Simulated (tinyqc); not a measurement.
One-sided p+-n junction, ionisation integral and breakdown: one step of the calculation.

A p+ layer at x < 0 and an n drift layer from x = 0. Depletion approximation, built-in voltage neglected. Local ionisation coefficients alpha_n = an exp(-(bn/E)^mx), alpha_p = ap exp(-(bp/E)^mx). Electrons move towards +x, holes towards x = 0.

Problem. Field and ionisation coefficients on a grid. W = sqrt(2 eps0 eps_r V/(q N)), peak field E0 = q N W/(eps0 eps_r), falling linearly to 0 at W. Grid: 12 equal steps from 0 to fr W.

Values chosen for this exercise; material values close to those of 4H silicon carbide: relative permittivity eps_r = 9.6; prefactor of the electron ionisation coefficient an = 1.82e8 1/cm; field constant for electrons bn = 3.45e7 V/cm; prefactor of the hole ionisation coefficient ap = 3.54e8 1/cm; field constant for holes bp = 2.42e7 V/cm; exponent mx = 1; donor density of the drift layer N = 1.1e16 cm^-3; reverse voltage V = 1300 V; share of the depleted width that the grid covers fr = 0.5.

Constants: q = 1.602176634e-19 C, eps0 = 8.8541878128e-14 F/cm where lengths are in cm. Results are converted to the units shown.

Find: W; x; E; alpha_n; alpha_p.

Solution.

W = 11.20 um

```
point,x (um),E (kV/cm),alpha_n (1/cm),alpha_p (1/cm)
0,0.000,2322,64.10,1.053e4
1,0.467,2225,33.60,6693
2,0.933,2128,16.60,4082
3,1.400,2032,7.673,2375
4,1.866,1935,3.283,1309
5,2.333,1838,1.284,678.0
6,2.800,1741,0.4527,326.2
7,3.266,1645,0.1411,144.1
8,3.733,1548,0.03804,57.43
9,4.199,1451,0.008609,20.25
10,4.666,1354,0.001576,6.154
11,5.132,1258,2.221e-4,1.557
12,5.599,1161,2.258e-5,0.3132
```

Program tinyqc, `OMP_NUM_THREADS=1 python tinyqc.py 2120134 2120135 out.jsonl`; Intel Xeon 2.30GHz, shared host, one thread, about 0.1 s.
